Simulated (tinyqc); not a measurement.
Temperature: carrier statistics of a doped semiconductor with parabolic bands.

Eg(T) = Eg0 - al T^2/(T + be); m_de = Mv^(2/3) (ml mt^2)^(1/3); m_dh = (mhh^(3/2) + mlh^(3/2))^(2/3); Nc and Nv from N = 2 (m kB T/(4 pi c))^(3/2) with c = hbar^2/2m0, in 1/angstrom^3; times 1e24 for 1/cm^3.

Energies are counted from Ev, so Ec = Eg. n = Nc F_1/2((EF - Eg)/kT), p = Nv F_1/2(-EF/kT), ND+ = ND/(1 + 2 exp((EF - Eg + ED)/kT)), NA- = NA/(1 + 4 exp((EA - EF)/kT)); neutrality asks p + ND+ = n + NA-. F_j(eta) = (1/Gamma(j + 1)) integral_0^infinity x^j dx/(1 + exp(x - eta)), which tends to exp(eta) for eta << 0.

Constants: hbar^2/2m0 = 3.80998211 eV angstrom^2; kB = 8.617333262e-05 eV/K.

Inputs chosen for the exercise (near those of SiC; the results hold for these values, not for the real material): Eg0 = 3.279 eV (gap at 0 K); al = 0.000662 eV/K (Varshni alpha); be = 1316 K (Varshni beta); ml = 0.326 m0 (longitudinal electron mass); mt = 0.424 m0 (transverse electron mass); Mv = 3 (equivalent valleys); mhh = 1.01 m0 (heavy-hole mass); mlh = 0.46 m0 (light-hole mass); ND = 3.8e+18 1/cm^3 (donors); NA = 4.6e+12 1/cm^3 (acceptors); ED = 0.0613 eV (donor level below Ec); EA = 0.195 eV (acceptor level above Ev).

Neutrality solved at each temperature; ni = sqrt(Nc Nv) exp(-Eg/2kT).

Carriers (1/cm^3):

| T (K) | EF (eV) | n | p | majority / \|ND - NA\| | ni | Eg (eV) |
|---|---|---|---|---|---|---|
| 30 | 3.2487 | 5.47e+12 | <1e-99 | 1.44e-06 | <1e-99 | 3.2786 |
| 50 | 3.2480 | 1.25e+15 | <1e-99 | 0.000328 | <1e-99 | 3.2778 |
| 77 | 3.2448 | 2.08e+16 | <1e-99 | 0.00548 | 1.95e-89 | 3.2762 |
| 120 | 3.2370 | 1.49e+17 | <1e-99 | 0.0392 | 1.20e-50 | 3.2724 |
| 200 | 3.2152 | 6.59e+17 | 1.73e-62 | 0.173 | 1.08e-22 | 3.2615 |
| 300 | 3.1766 | 1.41e+18 | 1.44e-34 | 0.370 | 1.44e-08 | 3.2421 |
| 450 | 3.0996 | 2.27e+18 | 1.18e-15 | 0.597 | 52.4 | 3.2031 |
| 600 | 3.0048 | 2.79e+18 | 5.43e-06 | 0.735 | 3.93e+06 | 3.1546 |
| 800 | 2.8578 | 3.17e+18 | 144 | 0.835 | 2.15e+10 | 3.0788 |
| 1000 | 2.6932 | 3.38e+18 | 5.42e+06 | 0.889 | 4.30e+12 | 2.9932 |

What can be read from this table?

Ionisation is incomplete: the majority density is below 90 % of the net doping at 30, 50, 77, 120, 200, 300, 450, 600, 800 and 1000 K, down to a share of 1.4e-06. No listed temperature gives a majority density within 10 % of the net doping. The majority density never exceeds the net doping by 10 %; ni is 4.30e+12 1/cm^3 at 1000 K against a net doping of 3.80e+18. EF goes from 3.249 eV to 2.693 eV, where midgap is 1.497 eV and the intrinsic level (Boltzmann) 1.523 eV.

Run: tinyqc, `OMP_NUM_THREADS=1 python tinyqc.py 1682579 1682580 out.jsonl`; Intel(R) Xeon(R) Processor @ 2.30GHz, one thread, shared host; about 0.01 s of CPU time with all checks.
